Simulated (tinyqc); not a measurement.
Worked calculation: charge neutrality of a doped semiconductor with incomplete ionisation. Computed by tinyqc, a small Python program that keeps every step. Command: `OMP_NUM_THREADS=1 python tinyqc.py 3027913 3027914 out.jsonl dopant walk`. One thread of a shared host (Intel(R) Xeon(R) Processor @ 2.30GHz), about 0.03 s of CPU time with the checks. Intermediate numbers are printed to about 5 digits and carried at full precision; extremes and crossings named in words are read from the listed rows.

Energies are counted from the top of the valence band; E_D is measured down from the conduction band and E_A up from the valence band.

Inputs (values chosen for the exercise, modelled on GaN):

| quantity | value | unit |
|---|---|---|
| gap at 0 K E_g0 | 3.52 | eV |
| Varshni alpha | 0.000887 | eV/K |
| Varshni beta | 808 | K |
| electron mass m_e | 0.207 | m_0 |
| valleys M_c | 1 | - |
| hole mass m_h | 1.41 | m_0 |
| donor density N_D | 2.4e+15 | cm^-3 |
| acceptor density N_A | 1.9e+14 | cm^-3 |
| donor depth E_D | 0.0243 | eV |
| acceptor depth E_A | 0.192 | eV |
| donor degeneracy g_D | 2 | - |
| acceptor degeneracy g_A | 4 | - |
| temperature T | 450 | K |
| iteration cap | 60 | - |

Doping: n-type, compensated. Statistics of the bands: Fermi-Dirac. Solver: Newton steps on the logarithm. Start of Newton steps: intrinsic level E_i.

ratios u of density to N: 0.0048  0.018  0.065  0.24  0.88  3.2  12

Constants: m_0 = 9.1093837015e-31 kg; k_B = 1.380649e-23 J/K; h = 6.62607015e-34 J s; k_B = 8.617333262e-05 eV/K.

## Gap and effective densities of states

E_g = E_g0 - alpha T^2/(T + beta). N_c = 2 M_c (2 pi m_e k_B T/h^2)^(3/2) and N_v = 2 (2 pi m_h k_B T/h^2)^(3/2), masses in units of m_0. n_i = sqrt(N_c N_v) exp(-E_g/(2 k_B T)); E_i = E_g/2 + (k_B T/2) ln(N_v/N_c).

gap E_g = 3.3772 eV

N_c = 4.3417e+18 cm^-3

N_v = 7.7186e+19 cm^-3

k_B T = 0.038778 eV

intrinsic density n_i = 2.2439 cm^-3

intrinsic level E_i = 1.7444 eV

## Charges at trial Fermi levels

n = N_c F_1/2((E_F - E_g)/k_B T), p = N_v F_1/2(-E_F/k_B T). F_1/2(eta) = (2/sqrt(pi)) int_0^infinity sqrt(x)/(1 + exp(x - eta)) dx, by the trapezoid rule in t = sqrt(x) with step 0.02 up to t = 12 (for eta < -12 by exp(eta) - exp(2 eta)/2^(3/2)). N_D+ = N_D/(1 + g_D exp((E_F - E_g + E_D)/k_B T)). N_A- = N_A/(1 + g_A exp((E_A - E_F)/k_B T)). Neutrality: p + N_D+ = n + N_A-; the log ratio is ln[(p + N_D+)/(n + N_A-)]. The last column is ln[(p + N_D+)/(n + N_A-)], which vanishes at neutrality; trial levels are the majority level plus multiples of k_B T, rounded to 0.1 meV.

Densities (cm^-3):

| E_F (eV) | n | p | N_D+ | N_A- | log ratio |
|---|---|---|---|---|---|
| 3.1203 | 5.7555e+15 | 8.7441e-16 | 2.3881e+15 | 1.90e+14 | -0.912 |
| 3.2366 | 1.1448e+17 | 4.3573e-17 | 2.1826e+15 | 1.90e+14 | -3.962 |
| 3.3141 | 7.9904e+17 | 5.9054e-18 | 1.3833e+15 | 1.90e+14 | -6.359 |
| 3.3917 | 4.4220e+18 | 7.9831e-19 | 3.7285e+14 | 1.90e+14 | -9.381 |
| 3.4693 | 1.4766e+19 | 1.0792e-19 | 5.8226e+13 | 1.90e+14 | -12.444 |

The log ratio keeps its sign here: E_F lies below all these trials.

## Solving for the Fermi level

Newton steps from the start named, with the slope from a central difference of 1e-6 eV; the function is the log ratio y = ln[(p + N_D+)/(n + N_A-)]; the bracket -0.3 to E_g + 0.3 eV is narrowed by the sign of y at each step, and a step that would leave it is replaced by its midpoint; stop when |log ratio| < 1e-9.

Course of the iteration:

| step | E_F (eV) | log ratio |
|---|---|---|
| 1 | 1.7444 | 2.5362e+00 |
| 2 | 2.7108 | 2.5354e+00 |
| 3 | 3.1940 | -2.8107e+00 |
| 4 | 3.0876 | -1.0757e-01 |
| 5 | 3.0831 | -4.6919e-04 |
| 6 | 3.0831 | -9.6586e-09 |
| 7 | 3.0831 | -1.5110e-13 |

Fermi level E_F (last iterate) = 3.0831 eV

converged (1 yes, 0 no) = 1

steps = 7

Converged in 7 steps.

## Densities at the solution

The formulas are those given above.

majority density n = 2.2054e+15 cm^-3

minority density p = 2.2826e-15 cm^-3

ionised share of the donors = 0.99810

distance of E_F from the majority band edge = 0.29413 eV

n is 99.8 % of the net doping; n p / n_i^2 = 0.9998.

## The closed form for the extrinsic range

With Boltzmann statistics, no holes and every acceptor ionised, n (n + N_A) = n1 (N_D - N_A - n) with n1 = (N_c/g_D) exp(-E_D/k_B T). Take the positive root.

n1 = 1.1601e+18 cm^-3

n from the quadratic = 2.2054e+15 cm^-3

Against the full solution, 2.2054e15 cm^-3, the quadratic is off by 3.7e-5 %.

## Carrier density against temperature

Neutrality is solved by bisection at each T. The last column is -k_B d ln(n T^-3/2)/d(1/T) from this row and the one above; it turns negative as ionisation nears completion, when the density grows more slowly than that power of T.

Against temperature:

| T (K) | n (cm^-3) | E_F from the band edge (eV) | ionised share | activation energy (eV) |
|---|---|---|---|---|
| 10 | 4.7402e+04 | 0.02278 | 0.07917 | - |
| 13 | 4.7083e+07 | 0.02233 | 0.07917 | 0.024300 |
| 18 | 3.1738e+10 | 0.02157 | 0.07918 | 0.024299 |
| 26 | 6.5849e+12 | 0.02044 | 0.08191 | 0.024114 |
| 40 | 2.3308e+14 | 0.02137 | 0.17628 | 0.018695 |
| 63 | 1.1040e+15 | 0.02892 | 0.53917 | 0.008252 |
| 94 | 1.8454e+15 | 0.04385 | 0.84810 | -0.001424 |
| 140 | 2.1131e+15 | 0.07088 | 0.95962 | -0.011392 |
| 300 | 2.1986e+15 | 0.18044 | 0.99526 | -0.024962 |
| 600 | 2.2075e+15 | 0.41444 | 0.99894 | -0.053550 |

Between the two coldest rows the activation energy is 0.0243 eV, 1.00 of the dopant depth: with compensation E_F is pinned at the level and the full depth shows. The density is within 10 % of the net doping from 140 K to 600 K.

## Reduced Fermi level from a carrier density

For u = density/N of the majority band, eta solves F_1/2(eta) = u (bisection). Boltzmann: ln u. Joyce-Dixon: ln u + u/sqrt(8) - 4.95009e-3 u^2 + 1.48386e-4 u^3 - 4.42563e-6 u^4. Degenerate limit: (3 sqrt(pi) u/4)^(2/3). The last column is (eta - ln u) k_B T.

Eta by four rules:

| u | density (cm^-3) | exact | Boltzmann | Joyce-Dixon | degenerate | Boltzmann error (meV) |
|---|---|---|---|---|---|---|
| 0.0048 | 2.0840e+16 | -5.3374 | -5.3391 | -5.3374 | 0.0344 | 6.5804e-02 |
| 0.018 | 7.8151e+16 | -4.0110 | -4.0174 | -4.0110 | 0.0830 | 2.4672e-01 |
| 0.065 | 2.8221e+17 | -2.7104 | -2.7334 | -2.7104 | 0.1954 | 8.9035e-01 |
| 0.24 | 1.0420e+18 | -1.3425 | -1.4271 | -1.3425 | 0.4669 | 3.2794e+00 |
| 0.88 | 3.8207e+18 | 0.1796 | -0.1278 | 0.1796 | 1.1102 | 1.1920e+01 |
| 3.2 | 1.3894e+19 | 2.2483 | 1.1632 | 2.2482 | 2.6254 | 4.2079e+01 |
| 12 | 5.2101e+19 | 6.2011 | 2.4849 | 6.1794 | 6.3369 | 1.4411e+02 |

Boltzmann statistics place E_F within 1 meV of the exact value up to u = 0.0650 of those listed and miss by 144 meV at u = 12. Joyce-Dixon stays within 0.01 in eta up to u = 3.20; the degenerate limit is still 2.2 % high at the last u. A parabolic band is assumed throughout.

Checks made by the program: neutrality at the solution (relative difference 9e-10).
